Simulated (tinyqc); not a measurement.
Born-von Karman spring model of a cubic crystal with one atom per cell: one step, computed by the program tinyqc. Command: `OMP_NUM_THREADS=1 python tinyqc.py 3010635 3010636 out.jsonl springs walk`. One thread of a shared host (Intel(R) Xeon(R) Processor @ 2.30GHz), about 0.1 s of CPU time with the checks.

First neighbours lie at a/2 (1,1,1) (8 of them), second at a (1,0,0) (6), with all permutations and signs; the volume per atom is Omega = a^3/2. Two shells of springs match a real metal only roughly, above all at the zone boundary.

Problem. Frequencies and polarisations. Diagonalise D. An eigenvalue lambda of D in eV/(angstrom^2 u) gives nu = 15.6333042 THz x sqrt(lambda). Eigenvectors are columns, with the largest component positive; the longitudinal weight is (e.q)^2/q^2.

Inputs (values chosen for the exercise, modelled on iron).

Lattice: bcc.

wave vector q (2 pi/a): [0.6, 0.32, 0]

D(q) (eV/(angstrom^2 u)), rows x, y, z:
```
[[0.2358908, 0.1236880, 0.0000000],
 [0.1236880, 0.2210965, 0.0000000],
 [0.0000000, 0.0000000, 0.1660566]]
```

Constants: nu for 1 eV/(angstrom^2 u) = 15.6333042 THz.

Give: eigenvalues; frequencies; polarisation vectors; longitudinal weights.

Solution.

eigenvalues (eV/(angstrom^2 u)): [0.1046, 0.1661, 0.3524]

frequencies (THz): [5.056, 6.371, 9.280]

polarisation vectors, rows x, y, z, columns mode 1, mode 2, mode 3:
```
[[-0.686, 0.000, 0.728],
 [0.728, 0.000, 0.686],
 [0.000, 1.000, 0.000]]
```

longitudinal weights: [0.0689, 0.0000, 0.9311]

Mode 3 is the most longitudinal, with weight 0.93.
